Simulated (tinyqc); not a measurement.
Energy and delay of logic against supply voltage: one step of the calculation.

One expression serves below and above threshold: I(Vg) = Ik [ln(1 + exp((Vg - VT + dd V)/(al nf Vt)))]^al, with I_on = I(V) and I_off = I(0). Gate delay td = kd C V/I_on, clock period LD td. Per gate and cycle the switching energy is act C V^2 and the leakage energy I_off V LD td. No short-circuit current, no variation. Minima are sought above 0.09 V; below a few Vt gates no longer switch and the model has no meaning.

Problem. New V. Minimum-energy supply: E(V) is the energy per gate and cycle; with h = 0.001 V, E' = (E(V + h) - E(V - h))/(2 h), E'' = (E(V - h) - 2 E(V) + E(V + h))/h^2, V(new) = V - E'/E''.

Parameters, values chosen for the exercise; values of the order met in logic technologies: temperature T = 358 K; threshold voltage at zero drain bias VT = 0.37 V; slope factor nf = 1.36; barrier lowering per volt of supply dd = 0.03; specific current of a gate Ik = 2.5 uA; exponent of the current law al = 1.61; load capacitance of a gate C = 0.65 fF; delay factor kd = 1; logic depth LD = 60; activity factor act = 0.1.

Constants: q = 1.602176634e-19 C, kB = 1.380649e-23 J/K, Vt = kB T/q. Results are converted to the units shown.

V at the start = 0.28 V

Give: E'; E''; V after iteration 1.

Solution.

E' = -29.214 aJ/V
E'' = 1083.2 aJ/V^2
V after iteration 1 = 0.30697 V

Computed by the program tinyqc: `OMP_NUM_THREADS=1 python tinyqc.py 2082089 2082090 out.jsonl`, one thread of a shared Intel Xeon 2.30GHz, about 0.01 s for the whole run.
